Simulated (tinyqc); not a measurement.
Inside a calculation. Method: plane-wave Kohn-Sham cycle with exchange-only LDA in a layered model solid. Computed by tinyqc, a small Python program that keeps every step. Settings: points = 16, plane-wave index or count = 3, electrons = 2, k points = 1, area = 34.0, mixing = 0.8, iteration cap = 75. Command: `OMP_NUM_THREADS=1 python tinyqc.py 22720 22721 out.jsonl` (the two numbers bound the seeds that draw the settings). One thread of a shared host (Intel(R) Xeon(R) Processor @ 2.60GHz), about 0.01 s of CPU time with the checks. Later iterations appear only in the table of the cycle.

## Iteration 1: potential

A solid whose potential varies along x alone (atomic units):
```
parameter                      value
period a                   11.500000
cross-section of the cell  34.000000
electrons per cell                 2
grid points                       16
plane waves -n..n, n               3
k points                           1
V1 in V1 cos(2 pi x/a)     -0.220000
```

density at the start, on the grid x_j = j a/N (e/bohr^3): 0.005115  0.005115  0.005115  0.005115  0.005115  0.005115  0.005115  0.005115  0.005115  0.005115  0.005115  0.005115  0.005115  0.005115  0.005115  0.005115

V_H(G) = 4 pi rho(G)/G^2 for G != 0 (uniform background); v_x = -(3 rho/pi)^(1/3); V = V_ext + V_H + v_x; Fourier components f(G_m) = (1/N) sum_j f(x_j) exp(-i G_m x_j).

Potentials on the grid (hartree):
```
x          V_ext     V_H      v_x        V
0.0000   -0.2200  0.0000  -0.1697  -0.3897
0.7188   -0.2033  0.0000  -0.1697  -0.3729
1.4375   -0.1556  0.0000  -0.1697  -0.3252
2.1562   -0.0842  0.0000  -0.1697  -0.2539
2.8750         0  0.0000  -0.1697  -0.1697
3.5938    0.0842  0.0000  -0.1697  -0.0855
4.3125    0.1556  0.0000  -0.1697  -0.0141
5.0312    0.2033  0.0000  -0.1697   0.0336
5.7500    0.2200  0.0000  -0.1697   0.0503
6.4688    0.2033  0.0000  -0.1697   0.0336
7.1875    0.1556  0.0000  -0.1697  -0.0141
7.9062    0.0842  0.0000  -0.1697  -0.0855
8.6250         0  0.0000  -0.1697  -0.1697
9.3438   -0.0842  0.0000  -0.1697  -0.2539
10.0625  -0.1556  0.0000  -0.1697  -0.3252
10.7812  -0.2033  0.0000  -0.1697  -0.3729
```

V(G_m), m = 0, 1, 2, ... (hartree): -0.1697  -0.1100  0.0000  0.0000  0.0000  0.0000  0.0000

## Iteration 1: Hamiltonian at one k

k = 0.0000 2 pi / a

H(m,m') = (k + G_m)^2/2 delta + V(G_m - G_m'), with V(-G) = V(G).

H (hartree), lower triangle:
```
         -3       -2       -1       +0       +1       +2      +3
-3   1.1736
-2  -0.1100   0.4274
-1   0.0000  -0.1100  -0.0204
+0   0.0000   0.0000  -0.1100  -0.1697
+1   0.0000   0.0000   0.0000  -0.1100  -0.0204
+2   0.0000   0.0000   0.0000   0.0000  -0.1100   0.4274
+3   0.0000   0.0000   0.0000   0.0000   0.0000  -0.1100  1.1736
```

## Iteration 1: levels at that k

Diagonalise the Hermitian matrix.

eigenvalues (hartree): -0.2727  -0.0465  0.0543  0.4374  0.4397  1.1897  1.1897

## Iteration 1: new density

Motion across x is left out: the lowest 1 band(s) hold two electrons at each of the k points (j + 1/2)/nk - 1/2. Residual R = rho(out) - rho(in); rho(new) = rho(in) + 0.8 R. rho(out) = 2/(a A nk) sum |psi|^2 with psi = sum c exp(i G x). Harris energy E = band energy - dV sum rho (V_H/2 + v_x) + (3/4) dV sum rho v_x with rho(in), dV = a A/N, band energy = (2/nk) sum of the filled levels.

rho(out) (e/bohr^3): 0.015515  0.013763  0.009656  0.005448  0.002555  0.001054  0.000421  0.000196  0.000142  0.000196  0.000421  0.001054  0.002555  0.005448  0.009656  0.013763

density after iteration 1 (e/bohr^3): 0.013435  0.012034  0.008748  0.005381  0.003067  0.001866  0.001360  0.001179  0.001137  0.001179  0.001360  0.001866  0.003067  0.005381  0.008748  0.012034

energy per cell = -0.460621 hartree

## Iteration 2: potential

As before.

Potentials on the grid (hartree):
```
x          V_ext      V_H      v_x        V
0.0000   -0.2200   0.2639  -0.2341  -0.1902
0.7188   -0.2033   0.2377  -0.2257  -0.1912
1.4375   -0.1556   0.1676  -0.2029  -0.1909
2.1562   -0.0842   0.0739  -0.1726  -0.1828
2.8750         0  -0.0220  -0.1431  -0.1651
3.5938    0.0842  -0.1053  -0.1212  -0.1424
4.3125    0.1556  -0.1679  -0.1091  -0.1214
5.0312    0.2033  -0.2063  -0.1040  -0.1071
5.7500    0.2200  -0.2192  -0.1028  -0.1019
6.4688    0.2033  -0.2063  -0.1040  -0.1071
7.1875    0.1556  -0.1679  -0.1091  -0.1214
7.9062    0.0842  -0.1053  -0.1212  -0.1424
8.6250         0  -0.0220  -0.1431  -0.1651
9.3438   -0.0842   0.0739  -0.1726  -0.1828
10.0625  -0.1556   0.1676  -0.2029  -0.1909
10.7812  -0.2033   0.2377  -0.2257  -0.1912
```

V(G_m), m = 0, 1, 2, ... (hartree): -0.1559  -0.0233  0.0048  0.0013  0.0001  0.0000  0.0000

## Iteration 2: Hamiltonian at one k

k = 0.0000 2 pi / a

As before.

H (hartree), lower triangle:
```
         -3       -2       -1       +0       +1       +2      +3
-3   1.1874
-2  -0.0233   0.4411
-1   0.0048  -0.0233  -0.0066
+0   0.0013   0.0048  -0.0233  -0.1559
+1   0.0001   0.0013   0.0048  -0.0233  -0.0066
+2   0.0000   0.0001   0.0013   0.0048  -0.0233   0.4411
+3   0.0000   0.0000   0.0001   0.0013   0.0048  -0.0233  1.1874
```

## Iteration 2: levels at that k

As before.

eigenvalues (hartree): -0.1626  -0.0127  0.0037  0.4416  0.4418  1.1882  1.1882

## Iteration 2: new density

As before.

rho(out) (e/bohr^3): 0.008056  0.007824  0.007149  0.006128  0.004962  0.003891  0.003090  0.002617  0.002464  0.002617  0.003090  0.003891  0.004962  0.006128  0.007149  0.007824

density after iteration 2 (e/bohr^3): 0.009132  0.008666  0.007469  0.005979  0.004583  0.003486  0.002744  0.002330  0.002198  0.002330  0.002744  0.003486  0.004583  0.005979  0.007469  0.008666

energy per cell = -0.365455 hartree

## Convergence

Stop when sqrt(dV sum R^2) is below 1e-8, dV = a A/N.

Course of the cycle:
```
iteration  E (hartree)  norm of the residual
1            -0.460621              1.06e-01
2            -0.365455              4.89e-02
3            -0.361991              3.14e-02
4            -0.357227              2.06e-02
5            -0.356173              1.37e-02
6            -0.355444              9.11e-03
7            -0.355203              6.09e-03
8            -0.355072              4.06e-03
9            -0.355021              2.71e-03
10           -0.354996              1.81e-03
11           -0.354986              1.21e-03
...                ...                   ...
30           -0.354977              5.62e-07
31           -0.354977              3.75e-07
32           -0.354977              2.51e-07
33           -0.354977              1.67e-07
34           -0.354977              1.12e-07
35           -0.354977              7.46e-08
36           -0.354977              4.98e-08
37           -0.354977              3.33e-08
38           -0.354977              2.22e-08
39           -0.354977              1.48e-08
40           -0.354977              9.90e-09
```

Converged in 40 iterations. Before convergence this energy mixes input and output and is not variational, so it may rise towards its limit.
